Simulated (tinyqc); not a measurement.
Short-channel transistor, virtual-source model with series resistance: one step of the calculation.

The current per gate width is the charge at the top of the source barrier (the virtual source) times its velocity times a saturation function; al and be are fitting constants of the model. Units: I in uA/um, Rs in ohm um, so I Rs = 1e-6 I Rs in volts; Q in uC/cm^2, so I = 1e-4 Q vx0 Fsat with vx0 in cm/s.

Question. Current through the series resistance. Intrinsic voltages Vg' = Vgs - I Rs, Vd' = Vds - 2 I Rs. n = n0 + nd Vd', VT = VT0 - dl Vd', Ff = 1/(1 + exp((Vg' - VT + al Vt/2)/(al Vt))), Q = Cinv n Vt ln(1 + exp((Vg' - VT + al Vt Ff)/(n Vt))), Vdsat = (vx0 L/mu)(1 - Ff) + Vt Ff, Fsat = u/(1 + u^be)^(1/be) with u = Vd'/Vdsat, and I(out) = Q vx0 Fsat per width. (Fsat takes the sign of u.) I(new) = I + 0.3 (I(out) - I).

Values chosen for this exercise:
- T = 300 K (temperature)
- Cinv = 1.73 uF/cm^2 (inversion capacitance)
- vx0 = 1.4e7 cm/s (velocity at the virtual source)
- mu = 120 cm^2/(V s) (apparent mobility)
- L = 45 nm (channel length)
- VT0 = 0.339 V (threshold at zero drain voltage)
- dl = 0.157 V/V (drain-induced barrier lowering)
- n0 = 1.36 (subthreshold factor)
- nd = 0.2 1/V (growth of n with drain voltage)
- al = 3.5 (threshold shift (in units of Vt) from weak to strong inversion)
- be = 1.8 (sharpness of saturation)
- Rs = 150 ohm um (series resistance of each contact)
- Vgs = 0.33 V (gate voltage)
- Vds = 0.5 V (drain voltage)

Constants: q = 1.602176634e-19 C, kB = 1.380649e-23 J/K, Vt = kB T/q. Results are converted to the units shown.

I at the start = 0 uA/um

Give: Vg'; Vd'; VT; Ff; Q; Vdsat; Fsat; I(out); I after iteration 1.

Answer.

Vg' = 0.3300 V
Vd' = 0.5000 V
VT = 0.2605 V
Ff = 0.2196
Q = 0.1605 uC/cm^2
Vdsat = 0.4154 V
Fsat = 0.7408
I(out) = 166.4 uA/um
I after iteration 1 = 49.92 uA/um

Computed by the program tinyqc: `OMP_NUM_THREADS=1 python tinyqc.py 2380057 2380058 out.jsonl`, one thread of a shared Intel Xeon 2.30GHz, about 0.01 s for the whole run.
